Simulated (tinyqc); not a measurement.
From results back to parameters: Slater-Koster d bands of a bcc metal. Four cases, with inputs chosen for the exercise.

Problem. In a bcc d band E(t2g) = +/-((8/3) dds + (16/9) ddp + (32/9) ddd) + f2 (4 ddp + 2 ddd) and E(eg) = +/-((16/3) ddp + (8/3) ddd) + f2 (3 dds + 3 ddd), with + at Gamma and - at H = (1,0,0). ddd is given; the four levels come from hidden dds, ddp and f2.

Find: f2; dds, ddp.

Method. Half differences between Gamma and H give the first-neighbour parts and half sums the second. The eg half difference gives ddp and the t2g one dds. Since 4 ddp + 2 ddd is 3/4 of (16/3) ddp + (8/3) ddd, f2 is 4/3 of the ratio of the t2g half sum to the eg half difference; the eg half sum then serves as a check. Without ddd these four levels would not fix the three integrals.

Case 1.

Values chosen (out of a larger set: of the size met in Fe; not measured data): ddd = -0.084 eV (dd delta).

levels (eV): t2g Gamma -0.96110, eg Gamma 0.21329, t2g H 2.42734, eg H -3.15737

Solution.

f2 = 0.580

dds, ddp (eV): -0.762  0.358

Case 2.

Values chosen (out of a larger set: of the size met in Ta; not measured data): ddd = -0.114 eV (dd delta).

levels (eV): t2g Gamma -1.44858, eg Gamma 1.55032, t2g H 4.22253, eg H -6.04435

Solution.

f2 = 0.487

dds, ddp (eV): -1.424  0.769

Case 3.

Values chosen (out of a larger set: of the size met in Mo; not measured data): ddd = -0.24 eV (dd delta).

levels (eV): t2g Gamma -2.55638, eg Gamma 0.04464, t2g H 4.26673, eg H -4.63803

Solution.

f2 = 0.487

dds, ddp (eV): -1.332  0.559

Case 4.

Values chosen (out of a larger set: of the size met in Mo; not measured data): ddd = -0.117 eV (dd delta).

levels (eV): t2g Gamma -0.99365, eg Gamma 1.91643, t2g H 3.90591, eg H -6.05690

Solution.

f2 = 0.487

dds, ddp (eV): -1.300  0.806

Computed by tinyqc, one run a case: `OMP_NUM_THREADS=1 python tinyqc.py N N+1 out.jsonl` with N = 1450288, 1450295, 1450326, 1450403; one thread of a shared Intel(R) Xeon(R) Processor @ 2.30GHz, about 0.06 s a run at most.
